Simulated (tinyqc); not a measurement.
Inside a calculation. Method: tight binding, honeycomb lattice. Computed by tinyqc, a small Python program that keeps every step. Settings: t1 = 1.0, t2 = 0, phi = 0, delta = 1.36, points = 6. Command: `OMP_NUM_THREADS=1 python tinyqc.py 26344 26345 out.jsonl` (the two numbers bound the seeds that draw the settings). One thread of a shared host (Intel(R) Xeon(R) Processor @ 2.60GHz), about 0.01 s of CPU time with the checks.

## Bloch Hamiltonian at k

Parameters chosen for this model:
```
parameter     value                        unit
t1         1.000000                 eV, nearest
t2                0       eV, second neighbours
phi               0  rad, phase of t2 (Haldane)
delta      1.360000          eV, +/- on A and B
```

k point k (fractions of the reciprocal vectors): 0.310000  0.040000

H_AB = -t1 (1 + exp(-i k.a1) + exp(-i k.a2)); H_AA = delta - 2 t2 sum cos(k.b + phi), H_BB = -delta - 2 t2 sum cos(k.b - phi), b = a1, a2 - a1, -a2.

H(k) at k (eV):
```
                     A                    B
A             1.360000  -1.600459+1.178466i
B  -1.600459-1.178466i            -1.360000
```

## Levels at k

Diagonalise the Hermitian matrix.

eigenvalues (eV): -2.408288  2.408288

weights |c|^2 of the basis functions:
```
     band 1    band 2
A  0.217642  0.782358
B  0.782358  0.217642
```

## Bloch Hamiltonian at K

k point K (fractions of the reciprocal vectors): 0.333333  0.666667

As before.

H(k) at K (eV):
```
          A          B
A  1.360000   0.000000
B  0.000000  -1.360000
```

## Levels at K

As before.

eigenvalues (eV): -1.360000  1.360000

weights |c|^2 of the basis functions:
```
     band 1    band 2
A  0.000000  1.000000
B  1.000000  0.000000
```

## Bands along a path

The same steps at evenly spaced points between the labelled ones.

Bands along the path (eV):
```
k             band 1    band 2
G          -3.293873  3.293873
G-K 0.20   -3.137203  3.137203
G-K 0.40   -2.705007  2.705007
G-K 0.60   -2.113678  2.113678
G-K 0.80   -1.573274  1.573274
K          -1.360000  1.360000
K-M 0.20   -1.401435  1.401435
K-M 0.40   -1.493843  1.493843
K-M 0.60   -1.591754  1.591754
K-M 0.80   -1.662558  1.662558
M          -1.688076  1.688076
M-K' 0.20  -1.662558  1.662558
M-K' 0.40  -1.591754  1.591754
M-K' 0.60  -1.493843  1.493843
M-K' 0.80  -1.401435  1.401435
K'         -1.360000  1.360000
```

With 1 band(s) filled, the highest filled level on these points lies at K and the lowest empty one at K: a gap of 2.7200 eV, direct.

## Chern number of the lower band

On a 6 x 6 mesh, the phase of the product of overlaps around each plaquette (k1 then k2); the sum over 2 pi is an integer.

plaquette phases (rad):
```
           1          2          3          4          5          6
1   0.000000  -0.034964  -0.086583   0.000000   0.054274   0.025540
2   0.034964   0.000000  -0.086583  -0.176447   0.000000   0.054274
3   0.086583   0.086583   0.000000  -0.176447  -0.176447   0.000000
4   0.000000   0.176447   0.176447   0.000000  -0.086583  -0.086583
5  -0.054274   0.000000   0.176447   0.086583   0.000000  -0.034964
6  -0.025540  -0.054274   0.000000   0.086583   0.034964   0.000000
```

Chern number = 0.000000
